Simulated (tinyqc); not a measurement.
# Gate voltage for a given inversion charge

Inverse problem. p-type body, charge-sheet picture, depletion and inversion only, full ionisation (an idealisation for deep acceptors), Boltzmann statistics (rough once Na exp(x - xn) passes about Nc/7). In units of Vt: xg = (Vg - Vfb)/Vt, x = psi/Vt, G = gamma/sqrt(Vt), xn = (2 phiF + Vc)/Vt. The implicit equation is (xg - x)^2 = G^2 [x - 1 + exp(x - xn)] for x above about 3. Cox = eps0 eox/tox. ni = sqrt(Nc Nv) exp(-Eg/(2 Vt)), Eg in volts; phiF = Vt ln(Na/ni); gamma = sqrt(2 q eps0 eps_r Na)/Cox. N_inv = (Cox Vt G/q) [sqrt(x - 1 + exp(x - xn)) - sqrt(x - 1)]. Find x - xn, psi and Vg.

Parameters, values chosen for the exercise; band and dielectric values close to those of silicon:
```
symbol    value   unit                                                               meaning
T           250      K                                                           temperature
Eg         1.12     eV                                                              band gap
eps_r      11.5                                                        relative permittivity
Nc      2.16e19  cm^-3                                conduction-band density of states at T
Nv      2.03e19  cm^-3                                   valence-band density of states at T
eox        21.9         relative permittivity of the gate insulator (close to hafnium oxide)
tox          36     nm                                                   insulator thickness
Na         4e16  cm^-3                                                      acceptor density
Vfb       -0.53      V                                                     flat-band voltage
Vc            1      V                                                  channel-body voltage
```

Constants: q = 1.602176634e-19 C, kB = 1.380649e-23 J/K, Vt = kB T/q, eps0 = 8.8541878128e-14 F/cm where lengths are in cm. Results are converted to the units shown.

N_inv = 3.1e11 cm^-2

Solution. N_inv rises steadily with x, so it fixes x; the implicit equation then gives xg directly.

x - xn = 4.169
psi = 1.940 V
Vg = 1.796 V

Program tinyqc, `OMP_NUM_THREADS=1 python tinyqc.py 2122121 2122122 out.jsonl`; Intel Xeon 2.30GHz, shared host, one thread, about 0.01 s.
